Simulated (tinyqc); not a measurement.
Classical nucleation, growth and JMAK kinetics of crystallisation from a melt or glass: one step, computed by the program tinyqc.

A spherical nucleus with a sharp interface of isotropic energy gamma; lambda = Omega^(1/3) is the jump distance.

Question. Critical nucleus. Driving force per volume: dG = H (T_m - T)/T_m. Shape factor f = 1. W(r) = f [4 pi r^2 gamma - (4/3) pi r^3 dG]; r* = 2 gamma/dG; W* = f 16 pi gamma^3/(3 dG^2); n* = f (4/3) pi r*^3/Omega.

Inputs (values chosen for the exercise, for a model substance):
```
quantity                      value        unit
melting point T_m               740           K
heat of melting per volume H    411      J/cm^3
interface energy gamma        0.032       J/m^2
atomic volume Omega            26.7  angstrom^3
temperature T                   516           K
```

Nucleation: homogeneous. Driving force: Turnbull (linear).

Constants: e = 1.602176634e-19 C; k_B = 1.380649e-23 J/K.

Give: driving force dG; shape factor f; critical radius r*; barrier W*; atoms in the nucleus n*; W*/(k_B T).

Answer.

driving force dG = 124.4 J/cm^3

shape factor f = 1

critical radius r* = 0.5144 nm

barrier W* = 0.2214 eV

atoms in the nucleus n* = 21.36

W*/(k_B T) = 4.979

W* equals n* Omega dG/2 = 0.221 eV. Caution: with under 20 atoms in the nucleus or a barrier under 10 k_B T the capillary model is only a guide.
